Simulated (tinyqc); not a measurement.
Atomic layer deposition: Langmuir saturation, growth per cycle and coating of deep features. From one set of inputs to another, one input at a time. Computed by tinyqc, a small Python program. Command: `OMP_NUM_THREADS=1 python tinyqc.py 3010701 3010702 out.jsonl ald ladder`. One thread of a shared host (Intel(R) Xeon(R) Processor @ 2.30GHz), about 0.04 s of CPU time with the checks.

Precursor A sticks only on free sites, so a long enough pulse saturates; co-reactant B then frees the sites again.

The inputs printed are set A. Set A is modelled on titanium nitride from the chloride and ammonia; the values taken over come from a set modelled on zinc oxide from diethylzinc and water. Inputs not listed in the table keep their values of set A, so the rows need not describe a real material.

Inputs (values chosen for the exercise, modelled on titanium nitride from the chloride and ammonia):
```
quantity,value,unit
precursor mass M,190,u
site density q,1.9,1/nm^2
growth per cycle at saturation G,0.34,angstrom
sticking probability beta on free sites,0.042,-
precursor pressure p,25,Pa
temperature T,200,C
pulse time t,8.6e-05,s
co-reactant completion per pulse c_B,0.99,-
desorption energy E_d,1.79,eV
purge time t_p,3.8,s
aspect ratio a,27,-
```

Feature: long trench.

Constants: u = 1.6605390666e-27 kg; k_B = 1.380649e-23 J/K; k_B = 8.617333262e-05 eV/K.

Method:
- Wall flux F = p/sqrt(2 pi M k_B T); rate of filling k_a = beta F/q; desorption k_d = 1e13 exp(-E_d/(k_B T)) per second. 1/m^2 = 1e-18/nm^2.
- Temperatures in kelvin are T(C) + 273.15.
- One cycle from coverage th0: pulse A gives th1 = th_s + (th0 - th_s) exp(-(k_a + k_d) t), th_s = k_a/(k_a + k_d); the purge leaves th2 = th1 exp(-k_d t_p); pulse B converts c_B th2 into film and leaves th3 = (1 - c_B) th2. Growth = G c_B th2.
- The periodic state has th0 = th3: th0 = (1 - c_B) e_p th_s (1 - e_a)/(1 - (1 - c_B) e_p e_a), with e_a = exp(-(k_a + k_d) t), e_p = exp(-k_d t_p).
- Share of impinging molecules used = q (th1 - th0)/(F t).
- Diffusion-limited filling (Gordon) of a long trench of width w, hydraulic diameter 2w, so that a is replaced by a/2 in the hole formula: t = (q/F)(1 + 19a/8 + 3a^2/8). Reaction-limited filling needs ln(100)/k_a at any depth, k_a = beta F/q. Flow is molecular. The front picture holds when the modulus (a/2) sqrt(beta) is well above 1.
- Depth reached by the given pulse: solve the same formula for a. Exposure = p x diffusion-limited time; 1 langmuir = 1.33322e-4 Pa s.

Each row keeps all changes above it:
```
input moved,from,to,growth per cycle (angstrom),aspect ratio reached by the front in time t,"time to 99 % without desorption, ln(100)/k_a (s)"
set A,-,-,0.116,2.65,0.00095
temperature T (C),200,150,0.121,2.78,0.00090
sticking probability beta on free sites,0.042,0.038,0.112,2.78,0.00099
pulse time t (s),8.6e-05,0.012,0.337,59.44,0.00099
site density q (1/nm^2),1.9,7.6,0.337,28.23,0.00396
growth per cycle at saturation G (angstrom),0.34,1.7,1.683,28.23,0.00396
aspect ratio a,27,9.4,1.683,28.23,0.00396
precursor pressure p (Pa),25,7.7,1.660,14.40,0.01287
```

Which inputs carry the difference?

Growth per cycle goes from 0.116 to 1.66, a factor 14.4 in all. The largest single move comes from growth per cycle at saturation G (a factor 5.00). Aspect ratio reached by the front in time t goes from 2.65 to 14.4, a factor 5.43 in all. The largest single move comes from pulse time t (a factor 21.4), and site density q works against it (a factor 0.475). Time to 99 % without desorption, ln(100)/k_a goes from 9.48e-4 to 0.0129, a factor 13.6 in all. The largest single move comes from site density q (a factor 4.00). The single moves hold for this order of the switches; the total does not depend on the order.

Caution (rows set A, temperature T, sticking probability beta on free sites): common pulse valves need about 10 ms, so a pulse this short is formal. Caution (rows set A, temperature T, sticking probability beta on free sites, precursor pressure p): the pulse is shorter than ln(100)/k_a, so even the open surface is not saturated and the depth reached has no meaning. Caution (rows set A, temperature T, sticking probability beta on free sites, precursor pressure p): the depth reached is formal here: it is under 4/sqrt(beta), so no sharp front has formed.

Extremes, crossings and ranges named in words are read from the listed rows.
